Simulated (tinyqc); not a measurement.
UHF in the sto-6g basis, for H3+, spin multiplicity 1, step by step. One step of it, computed by the program tinyqc.

Task: Iteration 36 (converged): orbitals. Diagonalise F' = X^T F X, C = X C', fill 1 alpha and 1 beta electrons from the bottom; D(s) = C_occ C_occ^T. Each column has its largest component positive (the first on a tie).

converged F(alpha) (hartree):
```
           1H 1s      2H 1s      3H 1s
1H 1s  -0.739885  -0.691676  -0.691372
2H 1s  -0.691676  -0.740065  -0.691669
3H 1s  -0.691372  -0.691669  -0.739846
```

converged F(beta) (hartree):
```
           1H 1s      2H 1s      3H 1s
1H 1s  -0.739839  -0.691660  -0.691372
2H 1s  -0.691660  -0.740066  -0.691685
3H 1s  -0.691372  -0.691685  -0.739890
```

X:
```
           1H 1s      2H 1s      3H 1s
1H 1s   1.154602  -0.218339  -0.218058
2H 1s  -0.218339   1.154759  -0.218348
3H 1s  -0.218058  -0.218348   1.154606
```

Give: F' = X^T F X; orbital energies; coefficients C; F' = X^T F X; orbital energies; coefficients C; D(alpha) after iteration 36; D(beta) after iteration 36.

Result:

F' = X^T F X (alpha) (hartree):
```
         1        2        3
1  -0.4258  -0.3347  -0.3344
2  -0.3347  -0.4257  -0.3347
3  -0.3344  -0.3347  -0.4257
```

orbital energies (alpha) (hartree): MO1 -1.0950, MO2 -0.0914, MO3 -0.0909

coefficients C (alpha):
```
          MO1      MO2      MO3
1H 1s  0.4146   0.9862  -0.5328
2H 1s  0.4147  -0.0320   1.1206
3H 1s  0.4146  -0.9543  -0.5881
```

F' = X^T F X (beta) (hartree):
```
         1        2        3
1  -0.4257  -0.3347  -0.3344
2  -0.3347  -0.4257  -0.3347
3  -0.3344  -0.3347  -0.4258
```

orbital energies (beta) (hartree): MO1 -1.0950, MO2 -0.0914, MO3 -0.0909

coefficients C (beta):
```
          MO1      MO2      MO3
1H 1s  0.4146  -0.9692  -0.5631
2H 1s  0.4147  -0.0028   1.1211
3H 1s  0.4146   0.9720  -0.5582
```

D(alpha) after iteration 36:
```
        1H 1s   2H 1s   3H 1s
1H 1s  0.1719  0.1719  0.1719
2H 1s  0.1719  0.1720  0.1719
3H 1s  0.1719  0.1719  0.1719
```

D(beta) after iteration 36:
```
        1H 1s   2H 1s   3H 1s
1H 1s  0.1719  0.1719  0.1719
2H 1s  0.1719  0.1720  0.1719
3H 1s  0.1719  0.1719  0.1719
```
